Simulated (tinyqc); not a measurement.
From results back to parameters: delta-doped layer in the Thomas-Fermi potential. Three cases, with inputs chosen for the exercise.

Problem. The depth of the well was computed from a hidden sheet density.

All donors ionised in the plane z = 0, zero temperature, energies from the Fermi level EF of the Thomas-Fermi model, which lies at the bulk band edge; c = hbar^2/2m0, q = e^2/(4 pi eps0). Layer in a (001) plane: two valleys with m_z = ml, m_d = mt (unprimed) and four with m_z = mt, m_d = sqrt(ml mt) (primed); m3 = (ml mt^2)^(1/3), gv = 6. With n = (gv/3 pi^2)(m3 (-V)/c)^(3/2) and V'' = -(4 pi q/eps) n for z > 0, the solution is V = -b/(|z| + z0)^4 with sqrt(b) = 20/K, K = (4 pi q/eps)(gv/3 pi^2)(m3/c)^(3/2), and z0^5 = 4b/(e F0), e F0 = 2 pi q N/eps; 1e13/cm^2 = 1e-3/angstrom^2. Exchange and correlation are left out.

Constants: hbar^2/2m0 = 3.80998211 eV angstrom^2; e^2/(4 pi eps0) = 14.39964547 eV angstrom.

Find: b; z0; N.

Method. b does not depend on N; z0 = (b/depth)^(1/4), e F0 = 4b/z0^5 and N = eps e F0/(2 pi q).

Case 1.

Values chosen (out of a larger set: near those of a delta-doped layer in Si; not measured data): ml = 0.89 m0 (longitudinal mass); mt = 0.195 m0 (transverse mass); eps = 11.9 (dielectric constant).

depth = 0.085426 eV

Solution.

b = 6.885e+04 eV angstrom^4
z0 = 29.96 angstrom
N = 1.50 x 1e13/cm^2

Case 2.

Values chosen (out of a larger set: near those of a delta-doped layer in Si; not measured data): ml = 0.908 m0 (longitudinal mass); mt = 0.189 m0 (transverse mass); eps = 11.8 (dielectric constant).

depth = 0.329871 eV

Solution.

b = 7.063e+04 eV angstrom^4
z0 = 21.51 angstrom
N = 8.00 x 1e13/cm^2

Case 3.

Values chosen (out of a larger set: near those of a delta-doped layer in Si; not measured data): ml = 0.9 m0 (longitudinal mass); mt = 0.192 m0 (transverse mass); eps = 11.5 (dielectric constant).

depth = 0.428048 eV

Solution.

b = 6.558e+04 eV angstrom^4
z0 = 19.78 angstrom
N = 11.0 x 1e13/cm^2

Computed by tinyqc, one run a case: `OMP_NUM_THREADS=1 python tinyqc.py N N+1 out.jsonl` with N = 1250347, 1250395, 1250412; one thread of a shared Intel(R) Xeon(R) Processor @ 2.30GHz, about 0.3 s a run at most.
